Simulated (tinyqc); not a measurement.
Image-sensor pixel with a pinned photodiode, signal and noise: one step of the calculation.

A buried n layer between a heavily doped p+ surface layer and a p layer is emptied into a floating diffusion, read through a source follower with correlated double sampling (reset noise cancelled). One-dimensional abrupt junctions; no blooming, lag or crosstalk.

Problem. Full well, conversion gain and read noise. Floating-diffusion limit Cf dV/q; full well FW is the smaller of the two; conversion gain CG = q As/Cf; read noise in electrons vn/CG. Reset noise sqrt(kB T Cf)/q is listed for comparison.

Parameters, values chosen for the exercise; material values close to those of silicon:
- T = 300 K (temperature)
- Cf = 2.9 fF (floating-diffusion capacitance)
- dV = 0.9 V (usable swing of the floating diffusion)
- As = 0.87 (source-follower gain)
- vn = 190 uV (read noise at the output)

Constants: q = 1.602176634e-19 C, kB = 1.380649e-23 J/K. Results are converted to the units shown.

diode capacity = 37772.621 electrons

Wanted: floating-diffusion limit; FW; CG; read noise; reset noise.

Solution.

floating-diffusion limit = 1.629e4 electrons
FW = 1.629e4 electrons
CG = 48.07 uV/electron
read noise = 3.953 electrons
reset noise = 21.63 electrons

The floating diffusion limits the full well.

Computed by the program tinyqc: `OMP_NUM_THREADS=1 python tinyqc.py 2630028 2630029 out.jsonl`, one thread of a shared Intel Xeon 2.30GHz, about 0.01 s for the whole run.
